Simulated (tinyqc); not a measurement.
The network against temperature: hopping conduction between localised states. Computed by tinyqc, a small Python program. Command: `OMP_NUM_THREADS=1 python tinyqc.py 3023988 3023989 out.jsonl hop walk`. One thread of a shared host (Intel(R) Xeon(R) Processor @ 2.30GHz), about 0.01 s of CPU time with the checks.

Energies are counted from the Fermi level. A small network shows the mechanism; the laws of an infinite system follow.

Inputs (values chosen for the exercise, for a model impurity band): localisation length xi = 1.4 nm; temperature T = 200 K.

Dimension: 3D.

sites of the small network (nm, nm, meV):
```
      x     y  energy
1     0  1.27    2.43
2  1.11  2.63   -3.31
3  2.78  0.18       6
4  4.95  2.61  -13.89
5  5.77  1.44   33.29
6  7.73   1.2    12.8
7   8.9  0.18    -1.5
```

Constants: k_B = 8.617333262e-05 eV/K.

Method:
- Miller-Abrahams exponent s_ij = 2 r_ij/xi + (|E_i| + |E_j| + |E_i - E_j|)/(2 k_B T); G_ij = G_0 exp(-s_ij).
- Site 1 is held at potential 1 and site 7 at 0; Kirchhoff's law sum_j G_ij (u_i - u_j) = 0 fixes the others; G = sum_j G_1j (1 - u_j).
- Critical exponent s_c: the smallest value such that bonds with s_ij <= s_c connect site 1 with site 7.
- The last column is the length of the critical bond.

Network:

| T (K) | -ln(G/G_0) | s_c | critical hop (nm) |
|---|---|---|---|
| 60 | 8.3276 | 9.3116 | 4.6376 |
| 90 | 7.1433 | 7.8944 | 3.1171 |
| 140 | 6.1469 | 6.3028 | 3.2579 |
| 200 | 5.5940 | 5.8082 | 3.2579 |
| 300 | 5.1722 | 5.4235 | 3.2579 |
| 500 | 4.8442 | 5.1157 | 3.2579 |

What follows from these numbers?

-ln(G/G_0) follows s_c within 1.0. The critical hop is 4.64 nm long at the lowest T and 3.26 nm at the highest: on cooling the carrier goes farther to find a site of nearer energy, which is variable-range hopping, though in so small a sample not at every step.

Extremes, crossings and ranges named in words are read from the listed rows.
